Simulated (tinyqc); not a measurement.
Changing the Huang-Rhys factor S: non-radiative capture by multiphonon emission, one effective mode. Computed by tinyqc, a small Python program. Command: `OMP_NUM_THREADS=1 python tinyqc.py 3003394 3003395 out.jsonl capture sweep`. One thread of a shared host (Intel(R) Xeon(R) Processor @ 2.30GHz), about 0.03 s of CPU time with the checks.

The initial state (free carrier plus empty centre) lies dE above the final state; both have the same frequency and are displaced by dQ.

Inputs (values chosen for the exercise, for a model semiconductor):
```
quantity                     value                   unit
energy released dE           0.759                     eV
phonon energy hbar omega      36.6                    meV
electron-phonon coupling W  0.0068  eV/(u^(1/2) angstrom)
cell volume V                  954             angstrom^3
degeneracy g                     4                      -
broadening b                    33                    meV
carrier mass m               0.862                    m_0
dielectric constant eps       10.9                      -
temperature T                  120                      K
defect density N_t           3e+13                  cm^-3
```

Centre: attractive.

Constants: hbar^2/u = 4.18015928e-03 eV angstrom^2; k_B = 8.617333262e-05 eV/K; hbar = 6.582119569e-16 eV s; Ry = 13.605693123 eV; k_B = 1.380649e-23 J/K; m_0 = 9.1093837015e-31 kg.

Method:
- dQ = sqrt(2 S (hbar^2/u)/hbar omega); relaxation energy lambda = S hbar omega; phonons needed P = dE/hbar omega; classical barrier E_b = (dE - lambda)^2/(4 lambda); occupation n = 1/(exp(hbar omega/k_B T) - 1).
- Huang-Rhys weight for a net emission of p phonons: L_p = exp(-S (2n + 1)) ((n + 1)/n)^(p/2) I_p(2 S sqrt(n (n + 1))), I_p the modified Bessel function.
- M_p = sum_m w_m <m_i|Q|(m + p)_f>^2 with Q counted from the final minimum and Boltzmann weights w_m for m = 0..24; <m_i|Q|k_f> = sqrt((hbar^2/u)/(2 hbar omega)) [sqrt(k) <m|k-1> + sqrt(k+1) <m|k+1>], with overlaps of oscillators displaced by d = sqrt(2 S) summed on 1500 points from -16 to 16 + d.
- The delta function is a Gaussian of standard deviation b at dE - p hbar omega.
- C_0 = V (2 pi/hbar) g W^2 sum_p M_p Gaussian_p. The sum runs over the seven p from round(P) - 3 to round(P) + 3; 1 angstrom^3 = 1e-24 cm^3.
- Sommerfeld factor of an attractive centre: s(k) = 2 pi nu/(1 - exp(-2 pi nu)), nu = sqrt(Ry*/E), Ry* = Ry m/eps^2, averaged over (2/sqrt(pi)) sqrt(x) exp(-x) dx with x = E/k_B T = t^2 (trapezoid, t to 6 in steps of 0.01).
- C = s C_0; v = sqrt(3 k_B T/m); sigma = C/v; tau = 1/(C N_t).

One run for each value:
```
Huang-Rhys factor S  capture coefficient C (cm^3/s)  classical barrier E_b (eV)  dQ (u^(1/2) angstrom)
4.6                                       6.057e-13                   5.180e-01                  1.025
5.7                                       1.161e-11                   3.630e-01                  1.141
7.1                                       1.903e-10                   2.397e-01                  1.274
8.9                                       2.479e-09                   1.441e-01                  1.426
11.0                                      1.915e-08                   7.888e-02                  1.585
14.0                                      1.141e-07                   2.967e-02                  1.788
18.0                                      3.348e-07                   3.810e-03                  2.028
22.0                                      3.844e-07                   6.627e-04                  2.242
27.0                                      1.958e-07                   1.329e-02                  2.483
```

Describe and explain the trends.

Over the rows, capture coefficient C (cm^3/s) goes from 6.06e-13 through a maximum among these rows, 3.84e-7 at 22.0, to 1.96e-7; classical barrier E_b (eV) goes from 0.518 through a minimum among these rows, 6.63e-4 at 22.0, to 0.0133; dQ (u^(1/2) angstrom) rises from 1.03 to 2.48 (exponent d ln y / d ln x about 0.50 throughout). The barrier vanishes where S equals the number of phonons needed, dE/hbar omega = 20.7.

Caution (rows 4.60, 5.70, 7.10, 8.90, 11.0, 14.0): the largest term is not the one nearest energy conservation, so C_0 depends strongly on the broadening b. Caution (all rows): the effective Bohr radius is under 10 angstrom, so the effective-mass Sommerfeld factor is rough.

Extremes, crossings and ranges named in words are read from the listed rows.
